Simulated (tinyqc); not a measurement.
Inside a calculation. Method: Ewald sum of point charges, displaced rock salt lattice. Computed by tinyqc, a small Python program that keeps every step. Command: `OMP_NUM_THREADS=1 python tinyqc.py 20098 20099 out.jsonl` (the two numbers bound the seeds that draw the settings). One thread of a shared host (Intel(R) Xeon(R) Processor @ 2.60GHz), about 0.05 s of CPU time with the checks.

## Ewald sum with eta = 0.245 1/bohr

cell vectors (rows) (bohr):
```
          1         2         3
1  0.000000  6.195000  6.195000
2  6.195000  0.000000  6.195000
3  6.195000  6.195000  0.000000
```

Charges:
```
q                f1        f2        f3
1.000000   0.000000  0.000000  0.000000
-1.000000  0.430000  0.510000  0.500000
```

Real space: 1/2 sum q_i q_j erfc(eta r)/r over all images with r > 0; reciprocal space: (2 pi/V) sum_(G != 0) exp(-G^2/4 eta^2)/G^2 |S(G)|^2 with S(G) = sum q exp(i G.r); self term -eta/sqrt(pi) sum q^2; background -pi Q^2/(2 V eta^2), Q the total charge.

Real-space shells (first ones):
```
r (bohr)   pairs  sum (hartree)
5.773660       2      -0.007872
5.839753       2      -0.007369
6.159587       2      -0.005329
6.282964       2      -0.004693
6.581295       2      -0.003432
6.639352       2      -0.003227
8.761053      24       0.003289
10.233195      2      -0.000038
10.307929      2      -0.000034
10.673753      2      -0.000020
10.745423      4      -0.000037
10.816619      2      -0.000016
```

Reciprocal shells (first ones that count):
```
G^2 (1/bohr^2)  vectors  sum (hartree)
0.771504              8       0.021585
1.028672              6       0.000119
2.057345             12       3.20e-06
2.828849             24       3.17e-06
3.086017              8       2.88e-08
4.114690              6       2.97e-10
4.886194             24       3.30e-10
```

## The total does not depend on eta

The same sums for other eta.

Totals (hartree per cell):
```
eta            real  reciprocal       self  background        total
0.245000  -0.028793    0.021710  -0.276453    0.000000  -0.28353641
0.424000  -0.000256    0.195153  -0.478433    0.000000  -0.28353641
0.494000  -0.000023    0.273906  -0.557419    0.000000  -0.28353641
```

shortest distance = 5.773660 bohr

Madelung constant -E d / (formula units |q+ q-|) = 1.637043
